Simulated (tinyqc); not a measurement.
Resistance of a tapered via with liner, size effect and interface: one step of the calculation.

A round via whose diameter grows from db at the bottom as D(z) = db + 2 z/tan(ang). The fill, of diameter D - 2 tl, starts above the bottom liner (thickness fb tl) and has rho = rho0 (1 + ks lam/(D - 2 tl)); the sidewall liner conducts in parallel with it. The bottom liner and the interface are crossed over the full area pi db^2/4. Spreading in the lines above and below is left out.

Question. Slices of the via. Slices between z0 = fb tl and hv, evaluated at their midpoints: conductance per length pi/4 [(D - 2 tl)^2/rho + (D^2 - (D - 2 tl)^2)/rl], slice resistance = slice height over that. 6 slices.

Values chosen for this exercise; fill metal close to molybdenum: diameter at the bottom db = 45 nm; height hv = 130 nm; sidewall angle ang = 86 degrees; bulk resistivity of the fill rho0 = 5.21 uohm cm; mean free path of the fill lam = 11.2 nm; size-effect factor ks = 1.1; liner on the sidewall tl = 0.1 nm; liner at the bottom over that on the sidewall fb = 0.7; resistivity of the liner rl = 160 uohm cm.

Find: z; D; rho; slice resistance.

Answer.

| slice | z (nm) | D (nm) | rho (uohm cm) | slice resistance (ohm) |
|---|---|---|---|---|
| 0 | 10.90 | 46.52 | 6.596 | 0.8471 |
| 1 | 32.55 | 49.55 | 6.511 | 0.7368 |
| 2 | 54.21 | 52.58 | 6.435 | 0.6465 |
| 3 | 75.86 | 55.61 | 6.368 | 0.5717 |
| 4 | 97.52 | 58.64 | 6.308 | 0.5092 |
| 5 | 119.2 | 61.67 | 6.254 | 0.4563 |

Computed by the program tinyqc: `OMP_NUM_THREADS=1 python tinyqc.py 2750160 2750161 out.jsonl`, one thread of a shared Intel Xeon 2.30GHz, about 0.01 s for the whole run.
